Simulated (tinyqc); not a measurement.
Two-sublattice mean-field magnet: ferrimagnet, compensation points and susceptibility: one step, computed by the program tinyqc. Command: `OMP_NUM_THREADS=1 python tinyqc.py 3026284 3026285 out.jsonl ferri walk`. One thread of a shared host (Intel(R) Xeon(R) Processor @ 2.30GHz), about 0.01 s of CPU time with the checks.

A random alloy A(1-x)B(x) with H = -sum over pairs J S_i.S_j. a = <S_A> and b = <S_B> are taken along z, a > 0. Exchange fields: h_A = (1 - x) zJ_AA a + x zJ_AB b, h_B = (1 - x) zJ_AB a + x zJ_BB b; a = S_A B_(S_A)(S_A h_A/(k_B T)) and likewise for b, with the Brillouin function B_S(y) = [(2S + 1)/(2S)] coth[(2S + 1) y/(2S)] - [1/(2S)] coth[y/(2S)].

Problem. Net moment and spin. Net moment m = (1 - x) g_A a + x g_B b in mu_B per site; net spin s = (1 - x) a + x b. At T = 0, a = S_A and b = -S_B. Effective g = m/s.

Inputs (values chosen for the exercise, for a model ferrimagnet): spin S_A = 1; spin S_B = 1.5; g factor g_A = 2.1; g factor g_B = 2; fraction x of B sites = 0.21.

a = 0.9030345

b = -0.9102317

Give: net moment m; net spin s; m at T = 0; effective g.

Solution.

net moment m = 1.116 mu_B

net spin s = 0.5222

m at T = 0 = 1.029 mu_B

effective g = 2.137

A dominates at T, as at T = 0.
